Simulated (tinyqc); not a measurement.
What an interlayer buys: scattering of inversion-layer electrons by surface optical phonons of the gate insulator (remote phonon scattering). Computed by tinyqc, a small Python program. Command: `OMP_NUM_THREADS=1 python tinyqc.py 3110593 3110594 out.jsonl sophonon walk`. One thread of a shared host (Intel(R) Xeon(R) Processor @ 2.30GHz), about 0.02 s of CPU time with the checks.

One subband with the Fang-Howard envelope; insulator and channel are half-spaces, the gate is far away, and an interlayer only moves the polar surface away by t (its own modes and its permittivity contrast are left out).

Inputs (values chosen for the exercise, modelled on HfO2 on silicon):
```
quantity                                 value        unit
static constant of the insulator eps_0s   22.2           -
intermediate constant eps_i               6.54           -
optical constant eps_inf                  5.05           -
hbar omega_TO1                            12.4         meV
hbar omega_TO2                            49.2         meV
constant of the channel eps_s             11.7           -
in-plane mass m                           0.19         m_0
valleys g_v                                  2           -
sheet density n                          1e+12      1/cm^2
mean distance of the electrons z0 = 3/b    2.6          nm
interlayer thickness t                    0.42          nm
temperature T                              150           K
mobility from other processes              500  cm^2/(V s)
```

Screening by the channel electrons: static.

Constants: k_B = 8.617333262e-05 eV/K; hbar^2/(2 m_0) = 3.80998212 eV angstrom^2; e^2/(4 pi eps_0) = 14.39964548 eV angstrom; hbar = 6.582119569e-16 eV s; e = 1.602176634e-19 C; m_0 = 9.1093837015e-31 kg.

Method:
- eps(w) = eps_inf + (eps_0s - eps_i) w1^2/(w1^2 - w^2) + (eps_i - eps_inf) w2^2/(w2^2 - w^2). Surface modes solve eps(w) + eps_s = 0, a quadratic in w^2; the strength of a mode is g = 2/(w d eps/dw).
- Occupation N = 1/(exp(hbar w/(k_B T)) - 1).
- Density of states D = g_v m/(pi hbar^2); eta = E_F/(k_B T) = ln(exp(n/(D k_B T)) - 1); screening wave number q_s = e^2 D/(2 eps_0 eps_avg) x 1/(1 + exp(-eta)), eps_avg = (eps_s + eps_inf)/2; b = 3/z0.
- For a mode of strength g, without the occupation factor, Area x |M(q)|^2 = e^2 hbar w g/(2 eps_0 q) x (b/(b + q))^6 exp(-2 q t) / (1 + (q_s/q) H(q))^2, H = (1 + 9 x/8 + 3 x^2/8)/(1 + x)^3, x = q/b.
- Approximate momentum relaxation rate, taking tau v alike in the initial and final states: 1/tau = (m/(2 pi hbar^3)) sum over modes and over absorption (N, E' = E + hbar w) and emission (N + 1, E' = E - hbar w > 0) of [(1 - f(E'))/(1 - f(E))] int_0^(2 pi) Area |M(q)|^2 (1 - cos theta) d theta, q^2 = k^2 + k'^2 - 2 k k' cos theta, f the Fermi function; 48 midpoints in theta from 0 to pi.
- mu = (e/m) int tau E f (1 - f) dE/(k_B T int f dE), by 300 midpoints from 0 to (max(eta, 0) + 14) k_B T; Matthiessen sum with the other processes.

hbar omega_SO (meV): 1 16.8627, 2 51.4697

strengths g: 1 0.0247693, 2 0.0054337

occupations N: 1 0.372293, 2 0.019005

b = 1.15385 1/nm

q_s = 0.661519 1/nm

eta = -0.465180

Against the interlayer thickness:
```
t (nm)  remote-phonon mobility (cm^2/(V s))  total (cm^2/(V s))
0.0                              1.0507e+04              477.29
0.3                              1.4547e+04              483.39
0.6                              2.0022e+04              487.82
1.0                              3.0311e+04              491.89
1.5                              4.9825e+04              495.03
2.0                              7.9785e+04              496.89
3.0                              1.8874e+05              498.68
```

What follows from these numbers?

1 nm of interlayer raises the remote-phonon mobility by a factor 2.88, as exp(2 q t) with an effective q of 0.53 per nm; between 2 and 3 nm the effective q is 0.43. The total goes from 477 to 492 over the first nanometre.

Extremes, crossings and ranges named in words are read from the listed rows.
